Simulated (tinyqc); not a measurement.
Implant damage, amorphisation by cascade overlap, and solid-phase epitaxial regrowth. Changing the ion energy E. Computed by tinyqc, a small Python program. Command: `OMP_NUM_THREADS=1 python tinyqc.py 3113232 3113233 out.jsonl sper sweep`. One thread of a shared host (Intel(R) Xeon(R) Processor @ 2.30GHz), about 0.01 s of CPU time with the checks.

Range and width of the damage are inputs. Dynamic annealing enters only through the surviving share f.

Inputs (values chosen for the exercise, modelled on fluorine ions in silicon): ion Z1 = 9; ion mass M1 = 19 u; target Z2 = 14; target mass M2 = 28.09 u; displacement energy E_d = 14 eV.

Constants: a_0 = 0.529177210903 angstrom; e^2/(4 pi eps_0) = 14.39964548 eV angstrom.

Method. Robinson partition: eps = E a M2/(Z1 Z2 (e^2/(4 pi eps_0)) (M1 + M2)), a = 0.8853 a_0/sqrt(Z1^(2/3) + Z2^(2/3)); k = 0.0793 Z1^(2/3) Z2^(1/2) (M1 + M2)^(3/2)/((Z1^(2/3) + Z2^(2/3))^(3/4) M1^(3/2) M2^(1/2)); damage energy T_d = E/(1 + k (eps + 0.40244 eps^(3/4) + 3.4008 eps^(1/6))); displacements nu = 0.8 T_d/(2 E_d).

One run for each value:
```
ion energy E (keV)    T_d/E  displacements per ion nu  reduced energy eps
1.0                 0.73719                      21.1               0.048
2.0                 0.70867                      40.5               0.097
4.2                 0.67208                      80.6               0.203
8.5                 0.62864                     152.7               0.411
17.0                0.57393                     278.8               0.822
35.0                0.50028                     500.3               1.693
150.0               0.30388                    1302.3               7.257
300.0               0.20849                    1787.0              14.514
```

Give the missing row, ion energy E (keV) = 72.0.

Computed row:
```
ion energy E (keV)    T_d/E  displacements per ion nu  reduced energy eps
72.0                0.40867                     840.7               3.483
```

Interpolating between the two neighbouring rows (the first column on a logarithmic scale, the others too where they are positive) misses by up to 4.4 %. Over the rows, T_d/E falls from 0.737 to 0.208 (exponent d ln y / d ln x -0.057 between the first rows and -0.54 between the last); displacements per ion nu rises from 21.1 to 1790 (exponent d ln y / d ln x 0.94 between the first rows and 0.46 between the last); reduced energy eps rises from 0.0484 to 14.5 (exponent d ln y / d ln x about 1.0 throughout). Electronic losses take a growing share as eps rises, so nu grows more slowly than E.
